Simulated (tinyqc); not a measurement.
From results back to parameters: exchange-split free-electron bands and tunnelling magnetoresistance. Three cases, with inputs chosen for the exercise.

Problem. The electron density n_up + n_dn and the polarisation of the density of states, P = (k_up - k_dn)/(k_up + k_dn), are given; EF and Dx are hidden.

Majority and minority bands E = c k^2/m -/+ Dx/2, c = hbar^2/2m0, so k_up = sqrt(m (EF + Dx/2)/c), k_dn = sqrt(m (EF - Dx/2)/c); n_s = k_s^3/(6 pi^2), D_s = m k_s/(4 pi^2 c).

Constants: hbar^2/2m0 = 3.80998211 eV angstrom^2.

Case 1.

Values chosen: m = 0.97 m0 (mass in the electrodes).
n = 0.0437274 1/angstrom^3
P = 0.567845

Case 2.

Values chosen: m = 0.83 m0 (mass in the electrodes).
n = 0.0411929 1/angstrom^3
P = 0.603032

Case 3.

Values chosen: m = 1.1 m0 (mass in the electrodes).
n = 0.0539473 1/angstrom^3
P = 0.167830

Find: k_up, k_dn; EF; Dx.

Solution. k_dn/k_up = (1 - P)/(1 + P); n then fixes k_up; EF is the mean and Dx the difference of the two kinetic energies.

Case 1.

k_up, k_dn (1/angstrom): 1.3637  0.3759

EF = 3.93 eV
Dx = 6.75 eV

Case 2.

k_up, k_dn (1/angstrom): 1.3394  0.3317

EF = 4.37 eV
Dx = 7.73 eV

Case 3.

k_up, k_dn (1/angstrom): 1.3287  0.9468

EF = 4.61 eV
Dx = 3.01 eV

Computed by tinyqc, one run a case: `OMP_NUM_THREADS=1 python tinyqc.py N N+1 out.jsonl` with N = 1652219, 1652248, 1652325; one thread of a shared Intel(R) Xeon(R) Processor @ 2.30GHz, about 0.01 s a run at most.
